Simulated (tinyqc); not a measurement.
# p-n diode with diffusion and depletion-layer recombination: currents and ideality against junction voltage

Abrupt junction in the depletion approximation, low injection, full ionisation, neutral widths fixed, ohmic contact on the p side. Vj is the junction voltage; where a series resistance Rs is given, V = Vj + J Rs is the terminal voltage.

ni = sqrt(Nc Nv) exp(-Eg/(2 Vt)), Eg in volts; D = mu Vt; Ln = sqrt(Dn tn), Lp = sqrt(Dp tp); J0n = q ni^2 Dn coth(wp/Ln)/(Ln Na); J0p = (q ni^2 Dp/(Lp Nd)) (s + tanh(wn/Lp))/(1 + s tanh(wn/Lp)), s = Sp Lp/Dp. J_diff = (J0n + J0p)(exp(Vj/Vt) - 1). Vbi = Vt ln(Na Nd/ni^2), W = sqrt(2 eps0 eps_r (Vbi - Vj)(1/Na + 1/Nd)/q), xp = W Nd/(Na + Nd), xn = W Na/(Na + Nd); u(x) = q Na (x + xp)^2/(2 eps0 eps_r) for x < 0 and Vbi - Vj - q Nd (xn - x)^2/(2 eps0 eps_r) for x > 0; p = Na exp(-u/Vt), n = Nd exp((u - Vbi + Vj)/Vt); U = ni^2 (exp(Vj/Vt) - 1)/(tp (n + ni exp(Et/Vt)) + tn (p + ni exp(-Et/Vt))); J_scr = q times the integral of U from -xp to xn. J = J_diff + J_scr. Ideality = (1/Vt) dVj/d ln J or (1/Vt) dV/d ln J; last column ni^2 exp(Vj/Vt)/N^2.

Values chosen for this exercise; band and dielectric values those of a made-up semiconductor: temperature T = 300 K; band gap Eg = 1.04 eV; relative permittivity eps_r = 14.2; conduction-band density of states at T Nc = 3.36e19 cm^-3; valence-band density of states at T Nv = 3e19 cm^-3; acceptor density Na = 1.9e16 cm^-3; donor density Nd = 6.5e16 cm^-3; electron mobility in the p side mun = 990 cm^2/(V s); hole mobility in the n side mup = 340 cm^2/(V s); electron lifetime tn = 1e-5 s; hole lifetime tp = 1e-9 s; neutral width of the p side wp = 0.52 um; neutral width of the n side wn = 24 um; recombination velocity at the n contact Sp = 1e7 cm/s; series resistance Rs = 0.0002 ohm cm^2; trap level above the intrinsic level Et = 0 eV.

Constants: q = 1.602176634e-19 C, kB = 1.380649e-23 J/K, Vt = kB T/q, eps0 = 8.8541878128e-14 F/cm where lengths are in cm. Results are converted to the units shown.

Results:
columns A: Vj (V); B: J_diff (A/cm^2); C: J_scr (A/cm^2); D: J (A/cm^2); E: V (V); F: ideality against Vj; G: ideality against V; H: minority/doping, lighter side
```
A            B         C         D       E      F      G         H
0.17  1.069e-5  1.280e-6  1.197e-5  0.1700  1.026  1.026  6.770e-9
0.22  7.406e-5  5.033e-6  7.910e-5  0.2200  1.021  1.021  4.683e-8
0.26  3.480e-4  1.367e-5  3.617e-4  0.2600  1.014  1.014  2.201e-7
0.35   0.01131  1.117e-4   0.01142  0.3500  1.004  1.004  7.153e-6
0.4    0.07826  3.498e-4   0.07861  0.4000  1.002  1.002  4.948e-5
0.44    0.3677  8.161e-4    0.3685  0.4401  1.001  1.004  2.325e-4
0.49     2.544  0.001725     2.546  0.4905  1.001  1.020  0.001608
0.53     11.95  0.002222     11.95  0.5324  1.000  1.093  0.007557
```

Estimate the missing row, Vj = 0.31 V.

Computed row:
columns A: Vj (V); B: J_diff (A/cm^2); C: J_scr (A/cm^2); D: J (A/cm^2); E: V (V); F: ideality against Vj; G: ideality against V; H: minority/doping, lighter side
```
A            B         C         D       E      F      G         H
0.31  0.002408  4.439e-5  0.002452  0.3100  1.007  1.007  1.522e-6
```

With this row back in the table: The ideality against Vj falls from 1.03 to 1.00. Diffusion is the larger current in every row. J_scr alone has an ideality of 1.41 between the first two rows and 6.11 between the last two.

Program tinyqc, `OMP_NUM_THREADS=1 python tinyqc.py 2260026 2260027 out.jsonl`; Intel Xeon 2.30GHz, shared host, one thread, about 0.01 s.
